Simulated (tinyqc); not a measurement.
Wannier function of the lower band of a two-orbital chain, step by step. Values are carried at full precision from step to step, so a last printed digit may differ when a step is redone from the rounded ones.

H(k) = [[-d/2 - 2 ta cos k, -t1 - t2 exp(-ik)], [-t1 - t2 exp(ik), d/2 - 2 tb cos k]], k in 1/a, Bloch sums with exp(ikR) and without the positions inside the cell. Mesh k_j = 2 pi j/N. Projection gauge: each lower eigenvector u is multiplied by the phase that makes <trial|u> real and positive (the one-band case of Loewdin orthogonalisation). Wannier amplitudes w(R) = (1/N) sum_k exp(ikR) u(k); hoppings H(R) = (1/N) sum_k exp(-ikR) E(k).

Parameters, chosen for this exercise: d = -0.49 eV (A at -d/2, B at +d/2); t1 = 1.65 eV (A-B in the cell); t2 = 1.29 eV (B to A of the next cell); ta = 0.13 eV (A-A between cells); tb = -0.25 eV (B-B between cells); N = 8 (k points); th = 60 degrees (trial orbital cos(th) A + sin(th) B in cell 0); xb = 0.5 a (position of B (A at 0)); a = 4.3 angstrom (period); kq = 2.94 1/a (point off the mesh).

## Bloch states in the projection gauge

Diagonalise at each mesh point and fix the phase.

Mesh:
```
j,E lower (eV),E upper (eV),u_A,u_B,|<trial|u>|
0,-2.8231,3.0631,0.72314,0.69070,0.9597
1,-2.6349,2.8047,0.69359-0.15259i,0.69849+0.08810i,0.9517
2,-2.1087,2.1087,0.60088-0.28435i,0.72879+0.16417i,0.9316
3,-1.3656,1.1959,0.43304-0.33456i,0.81439+0.19316i,0.9218
4,-0.8413,0.6013,0.25833,0.96606,0.9658
5,-1.3656,1.1959,0.43304+0.33456i,0.81439-0.19316i,0.9218
6,-2.1087,2.1087,0.60088+0.28435i,0.72879-0.16417i,0.9316
7,-2.6349,2.8047,0.69359+0.15259i,0.69849-0.08810i,0.9517
```

The projection is smallest at j = 3 and 5 (0.9218); the gauge is smooth as long as it stays away from zero.

## The Wannier function

w(R) = (1/N) sum_j exp(2 pi i j R/N) u_j, for the N cells nearest the origin; it is real.

Amplitudes:
```
R,on A,on B
-3,-0.0030,-0.0053
-2,0.0180,-0.0014
-1,-0.0530,0.0359
0,0.5546,0.7675
1,0.2614,-0.1457
2,-0.0730,0.0512
3,0.0271,-0.0226
4,-0.0088,0.0111
```

norm = 1.0000

Cell 0 holds 89.7 % of the weight.

## Centre and spread in real space

Point-like orbitals at R (A) and R + xb (B): centre <x>, spread <x^2> - <x>^2.

centre in units of a = 0.413
centre in angstrom = 1.774
spread = 2.812 angstrom^2

## The same from overlaps (Marzari-Vanderbilt)

b = 2 pi/N; M_j = u_j^+ diag(1, exp(-i b xb)) u_(j+1), with u_N = u_0. Centre = -(1/2 pi) sum arg M_j; gauge-invariant part Omega_I = (1/(N b^2)) sum (1 - |M_j|^2); gauge-dependent part Omega_D = (1/(N b^2)) sum (arg M_j + b centre)^2.

Overlaps:
```
j,|M_j|,arg M_j (rad)
0,0.9995,-0.2412
1,0.9974,-0.2629
2,0.9859,-0.3205
3,0.8594,-0.4672
4,0.8594,-0.4672
5,0.9859,-0.3205
6,0.9974,-0.2629
7,0.9995,-0.2412
```

centre from overlaps = 0.411 a
Omega_I = 0.1198 a^2
Omega_D = 0.0126 a^2

The centre is the Berry phase over 2 pi and does not depend on the trial orbital (modulo a). Omega_D is 9.5 % of the total; in one dimension a gauge that spreads the phase evenly removes it. The total is 0.1324 a^2, against 0.1588 a^2 (centre 0.412 a) in real space on 96 cells.

## Hoppings and interpolation

H(R) = (1/N) sum_j E_j cos(2 pi j R/N) for R = 0 to N/2. Interpolation: E(k) = H(0) + 2 sum H(R) cos(kR), the term R = N/2 of an even mesh counted once.

H(0), H(1), ... (eV): -1.9854  -0.4721  0.0691  -0.0233  0.0149

interpolated E(kq) = -0.8843 eV

The exact value is -0.8901 eV; the interpolation is off by +5.8 meV. Though the chain has short hoppings, the single band has longer ones, made by paths through the other orbital, which the tails of the Wannier function carry.

## Checks

- Centre from overlaps against the real-space centre on 200 points: both 0.4122.
- Omega_I + Omega_D against the real-space spread on 200 points: both 0.159.

Computed by tinyqc, a small Python program: `OMP_NUM_THREADS=1 python tinyqc.py 1451937 1451938 out.jsonl` (the numbers bound the seed that draws the inputs); one thread of a shared host (Intel(R) Xeon(R) Processor @ 2.30GHz), about 0.1 s for the whole set of steps.
